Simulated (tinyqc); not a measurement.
Three structures under pressure: Born-Mayer model of an ionic crystal AB. Computed by tinyqc, a small Python program. Command: `OMP_NUM_THREADS=1 python tinyqc.py 3026373 3026374 out.jsonl bornmayer walk`. One thread of a shared host (Intel(R) Xeon(R) Processor @ 2.30GHz), about 0.01 s of CPU time with the checks.

Energies are per ion pair and r is the nearest distance of unlike ions.

Inputs (values chosen for the exercise, for a model salt): ionic charge z = 2; unlike repulsion lambda = 4560 eV; range rho = 0.289 angstrom.

Structure: zinc blende. Short range: nearest neighbours only.

Constants: e^2/(4 pi eps_0) = 14.39964548 eV angstrom; 1 eV/angstrom^3 = 160.2176634 GPa.

Method:
- Madelung constant M, unlike neighbours z1, like neighbours z2 at f r, volume per pair: rock salt 1.747565, 6, 12, sqrt2, 2 r^3; caesium chloride 1.762675, 8, 6, 2/sqrt3, 8 r^3/(3 sqrt3); zinc blende 1.638055, 4, 12, sqrt(8/3), 16 r^3/(3 sqrt3).
- U(r) = -M z^2 e^2/(4 pi eps_0 r) + z1 lambda exp(-r/rho).
- With the volume written as c r^3, under pressure take the root at the minimum of the enthalpy and solve U'(r) + 3 c r^2 P = 0; H = U + P V; B = (U'' - 2 U'/r)/(9 c r).

Enthalpy (eV per pair):
```
P (GPa)  rock salt  caesium chloride  zinc blende
0          -35.476           -34.536      -34.807
2          -35.084           -34.194      -34.292
5          -34.504           -33.688      -33.537
10         -33.560           -32.862      -32.316
20         -31.740           -31.263      -29.992
40         -28.316           -28.233      -25.687
70         -23.565           -23.999      -19.810
100        -19.144           -20.035      -14.411
```

volumes at zero pressure (angstrom^3): rock salt 31.653, caesium chloride 27.526, zinc blende 41.603

At zero pressure the order is rock salt < zinc blende < caesium chloride. Between 40 and 70 GPa the lowest enthalpy passes from rock salt to caesium chloride. Pressure favours the denser structure, through P V. The Madelung constants, the number of repulsive contacts and the volumes (31.7, 27.5, 41.6 angstrom^3 at P = 0) all matter. Caution: rigid ions with fixed charges leave out polarisation and covalency, so such models often misplace transition pressures.

Extremes, crossings and ranges named in words are read from the listed rows.
